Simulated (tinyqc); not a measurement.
# Amplitude against the length of the filling pulse

In DLTS the amplitude of the capacitance transient follows the share of traps filled by the pulse. In the neutral layer an empty trap fills as 1 - exp(-tp/tc), tc = 1/(sn vth(T) Nd), vth(T) = vth (T/300 K)^0.5; emission during the pulse and slow capture at the depletion edge are neglected.

Parameters, values chosen for the exercise:
- vth = 3.3e7 cm/s (thermal velocity at 300 K)
- Nd = 4.5e15 cm^-3 (shallow donor density)
- sn = 2.3e-15 cm^2 (capture cross-section)
- T = 149 K (temperature of the transient)

Results:

| tp (s) | tp/tc | amplitude over its full value | ln(1 - that) |
|---|---|---|---|
| 2.6e-10 | 0.06258 | 0.06067 | -0.06258 |
| 5e-10 | 0.1204 | 0.1134 | -0.1204 |
| 1e-9 | 0.2407 | 0.2139 | -0.2407 |
| 2e-9 | 0.4814 | 0.3821 | -0.4814 |
| 7.7e-9 | 1.853 | 0.8433 | -1.853 |
| 1.5e-8 | 3.611 | 0.9730 | -3.611 |
| 3e-8 | 7.221 | 0.9993 | -7.221 |

Estimate the missing row, tp = 3.9e-9 s.

Computed row:

| tp (s) | tp/tc | amplitude over its full value | ln(1 - that) |
|---|---|---|---|
| 3.9e-9 | 0.9388 | 0.6089 | -0.9388 |

With this row back in the table: The amplitude rises from 0.0607 to 0.999 of its full value. The last column is linear in tp with slope -1/tc, tc = 4.15e-9 s, which gives the cross-section from Nd and vth, independently of the Arrhenius intercept; 99 % filling needs 1.91e-8 s.

tinyqc, about 0.01 s, one thread, Intel Xeon 2.30GHz (shared host): `OMP_NUM_THREADS=1 python tinyqc.py 2050143 2050144 out.jsonl`
